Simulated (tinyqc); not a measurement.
Surface potential of a MOS transistor: implicit equation and explicit approximations: accuracy of the approximations against gate voltage.

p-type body, charge-sheet picture, depletion and inversion only, full ionisation (an idealisation for deep acceptors), Boltzmann statistics (rough once Na exp(x - xn) passes about Nc/7). In units of Vt: xg = (Vg - Vfb)/Vt, x = psi/Vt, G = gamma/sqrt(Vt), xn = (2 phiF + Vc)/Vt. The implicit equation is (xg - x)^2 = G^2 [x - 1 + exp(x - xn)] for x above about 3. Cox = eps0 eox/tox.

ni = sqrt(Nc Nv) exp(-Eg/(2 Vt)), Eg in volts; phiF = Vt ln(Na/ni); gamma = sqrt(2 q eps0 eps_r Na)/Cox; VT = Vfb + Vt (xn + G sqrt(xn - 1)). Depletion value a = 1 + [sqrt(G^2/4 + xg - 1) - G/2]^2; inversion value b = xn + ln[(xg - xn)^2/G^2 - xn + 1] and first guess y = min(a, b) - ln(1 + exp(-|a - b|)) if a > xn + 1, else b = y = a; one second-order correction with D = exp(y - xn), p = 2 (xg - y) + G^2 (1 + D), w = (xg - y)^2 - G^2 (y - 1 + D): z = y + 2 w/(p + sqrt(p^2 - 2 (2 - G^2 D) w)), or the Newton step z = y + w/p where the root is not real. N_inv = (Cox Vt G/q) [sqrt(x - 1 + exp(x - xn)) - sqrt(x - 1)] at the root. Lambert form (Cox m Vt/q) W0[(G/(2 m sqrt(xn - 1))) exp((Vg - VT)/(m Vt))], m = 1 + G/(2 sqrt(xn - 1)). Errors under 1e-4 mV, and the linear form below VT, are printed as 0.

Inputs (values chosen for the exercise); band and dielectric values close to those of silicon: temperature T = 300 K; band gap Eg = 1.13 eV; relative permittivity eps_r = 11.6; conduction-band density of states at T Nc = 2.85e19 cm^-3; valence-band density of states at T Nv = 2.67e19 cm^-3; relative permittivity of the gate insulator (close to hafnium oxide) eox = 21.5; insulator thickness tox = 5.4 nm; acceptor density Na = 6.8e16 cm^-3; flat-band voltage Vfb = -0.52 V; channel-body voltage Vc = 0.2 V.

Constants: q = 1.602176634e-19 C, kB = 1.380649e-23 J/K, Vt = kB T/q, eps0 = 8.8541878128e-14 F/cm where lengths are in cm. Results are converted to the units shown.

Result of one run:
```
psi (V)  x - xn  error of y (mV)  error of z (mV)  N_inv (cm^-2)  Cox (Vg - VT)/q (cm^-2)  Lambert form (cm^-2)
1.2057   7.2030             29.0             10.8      4.5811e12                8.7618e12             5.2359e12
```

Which gate-body voltage Vg gave this result: 0.94, 1.14, 1.34 or 1.74 V?

Vg = 0.94 V.

The whole series:
```
Vg (V)  psi (V)     x - xn  error of y (mV)  error of z (mV)  N_inv (cm^-2)  Cox (Vg - VT)/q (cm^-2)  Lambert form (cm^-2)
0.14    0.62710    -15.179                0                0         3983.0                        0                2978.2
0.34    0.82213    -7.6341          2.90e-4                0       6.5415e6                        0              5.8047e6
0.54     1.0172  -0.086844            0.492                0      1.1048e10                        0             1.1100e10
0.74     1.1553     5.2552             34.5             13.1      1.3103e12                4.3612e12             1.5445e12
0.94     1.2057     7.2030             29.0             10.8      4.5811e12                8.7618e12             5.2359e12
1.14     1.2330     8.2607             21.2             6.36      8.3684e12                1.3162e13             9.3026e12
1.34     1.2515     8.9753             16.8            -3.00      1.2355e13                1.7563e13             1.3487e13
1.54     1.2654     9.5116             14.0            -1.27      1.6444e13                2.1964e13             1.7729e13
1.74     1.2764     9.9394             12.0           -0.700      2.0597e13                2.6364e13             2.2004e13
```

psi rises from 0.627 to 1.28 V and ends 9.9 Vt above 2 phiF + Vc. Among the rows the first guess is off by at most 34 mV (at Vg = 0.74 V) and the corrected value by at most 13 mV. In the last row the linear form is 28 % above N_inv and the Lambert form 6.8 % above it; in the first row the Lambert form is 25 % below it. For Vg = 0.74, 0.94, 1.14, 1.34, 1.54, 1.74 the electron quasi-Fermi level lies less than 2 Vt below the band edge at the surface, or above it, where degeneracy and confinement, left out, matter.

Program tinyqc, `OMP_NUM_THREADS=1 python tinyqc.py 2122082 2122083 out.jsonl`; Intel Xeon 2.30GHz, shared host, one thread, about 0.01 s.
